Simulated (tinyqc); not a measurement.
# Worked calculation: bandgap voltage reference from two bipolar transistors

Computed by the program tinyqc: `OMP_NUM_THREADS=1 python tinyqc.py 2062097 2062098 out.jsonl`, one thread of a shared Intel Xeon 2.30GHz, about 0.03 s for the whole run. Printed values are rounded.

Two transistors of area 1 and N carry the same current I. Is(T) = Is (T/T0)^eta exp[(Vg0 q/kB)(1/T0 - 1/T)], VBE1 = Vt ln(I/Is(T)) + I rb, VBE2 = Vt ln(I/(N Is(T))) + I rb/N. The amplifier forces I R1(T) = VBE1 - VBE2 + Vos, with R(T) = R (1 + tc (T - T0)) for both resistors, and the output is Vref = VBE1 + I R2(T). Base currents and the Early effect are neglected.

Parameters, values chosen for the exercise; values of the order met in silicon bipolar transistors: reference temperature T0 = 323 K; band-gap voltage extrapolated to 0 K Vg0 = 1.145 V; temperature exponent of the saturation current eta = 3.7; saturation current of the unit transistor at T0 Is = 1.7e-16 A; area ratio of the second transistor N = 8; resistor across which the difference of VBE falls, at T0 R1 = 4.8 kohm; temperature coefficient of both resistors tc = 200 ppm/K; offset of the amplifier Vos = 0 mV; series resistance of the unit transistor rb = 0 ohm; output resistor at T0 R2 = 44.54 kohm; temperature T = 233 K.

Constants: q = 1.602176634e-19 C, kB = 1.380649e-23 J/K. Results are converted to the units shown.

## Operating point at the reference temperature

Vt = kB T/q; I = (Vt ln N + Vos)/(R1(T) - rb (1 - 1/N)). Evaluate at T = T0.

Vt = 0.02783399 V
I = 12.05816 uA
Is(T) = 1.7e-16 A
VBE1 = 0.6954311 V
I R2 = 0.5370703 V
Vref = 1.232501 V

## Operating point at another temperature

Vt = kB T/q; I = (Vt ln N + Vos)/(R1(T) - rb (1 - 1/N)).

Vt = 0.02007839 V
I = 8.857737 uA
Is(T) = 6.379580e-24 A
VBE1 = 0.8387690 V
I R2 = 0.3874222 V
Vref = 1.226191 V

From T0 to T, VBE1 changes by 143 mV and I R2 by -150 mV, which leaves -6.31 mV in Vref.

## Resistor for zero slope at T0, ideal case

With tc = 0, Vos = 0 and rb = 0 the current is proportional to T, dVBE/dT = (VBE - Vg0 - (eta - 1) Vt)/T, and Vref has zero slope at T0 when Vref = Vg0 + (eta - 1) Vt0. Find VBE1, its slope, that Vref, R2/R1 and the curvature d2Vref/dT2 = -(eta - 1) kB/(q T0).

VBE1 = 0.6954311 V
dVBE/dT = -1.624522 mV/K
Vref = 1.220152 V
R2/R1 = 9.065797
curvature = -0.7203344 uV/K^2
